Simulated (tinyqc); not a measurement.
Changing the oxidant pressure p: Deal-Grove kinetics of thermal oxidation of silicon. Computed by tinyqc, a small Python program. Command: `OMP_NUM_THREADS=1 python tinyqc.py 3008566 3008567 out.jsonl oxide sweep`. One thread of a shared host (Intel(R) Xeon(R) Processor @ 2.30GHz), about 0.2 s of CPU time with the checks.

Oxidant diffuses through the oxide and reacts at the interface, so that dx/dt = B/(A + 2x) for the oxide thickness x.

Inputs (values chosen for the exercise, close to those used for silicon):

| quantity | value | unit |
|---|---|---|
| prefactor B0 | 742 | um^2/h |
| activation energy E_B | 1.23 | eV |
| prefactor (B/A)0 | 3.94e+06 | um/h |
| activation energy E_A | 1.99 | eV |
| temperature T | 950 | C |
| pressure exponent m of B/A | 0.79 | - |
| initial oxide x_i | 0.05 | um |
| time t | 4.6 | h |

Ambient: dry oxygen. Surface: (100).

Constants: k_B = 8.617333262e-05 eV/K.

Method:
- B = B0 p exp(-E_B/(k_B T)), B/A = (B/A)0 p^m exp(-E_A/(k_B T)), p in atm; A = B/(B/A).
- Temperatures in kelvin are T(C) + 273.15.
- tau = (x_i^2 + A x_i)/B and x = (A/2) [sqrt(1 + 4 B (t + tau)/A^2) - 1], the root of x^2 + A x = B (t + tau).
- Silicon consumed is 0.44 times the oxide grown; the rate is B/(A + 2x).

One run for each value:

| oxidant pressure p (atm) | oxide thickness x (um) | length A (um) | final growth rate (um/h) | parabolic constant B (um^2/h) |
|---|---|---|---|---|
| 0.05 | 0.05603 | 0.13588 | 0.001279 | 3.1723e-04 |
| 0.12 | 0.06269 | 0.16330 | 0.002637 | 7.6135e-04 |
| 0.3 | 0.07695 | 0.19795 | 0.005410 | 1.9034e-03 |
| 0.72 | 0.10366 | 0.23790 | 0.010260 | 4.5681e-03 |
| 1.7 | 0.15191 | 0.28494 | 0.018320 | 1.0786e-02 |
| 4.2 | 0.24244 | 0.34454 | 0.032128 | 2.6647e-02 |
| 10 | 0.39142 | 0.41339 | 0.053038 | 6.3446e-02 |
| 25 | 0.65496 | 0.50110 | 0.087582 | 1.5861e-01 |

Over the rows, oxide thickness x (um) rises from 0.0560 to 0.655 (exponent d ln y / d ln x 0.13 between the first rows and 0.56 between the last); length A (um) rises from 0.136 to 0.501 (exponent d ln y / d ln x about 0.21 throughout); final growth rate (um/h) rises from 0.00128 to 0.0876 (exponent d ln y / d ln x 0.83 between the first rows and 0.55 between the last). B is proportional to p and B/A to p^0.79, so A goes as p^0.21. The exponent of x is bounded by m in the linear regime and tends to 1/2 in the parabolic one.
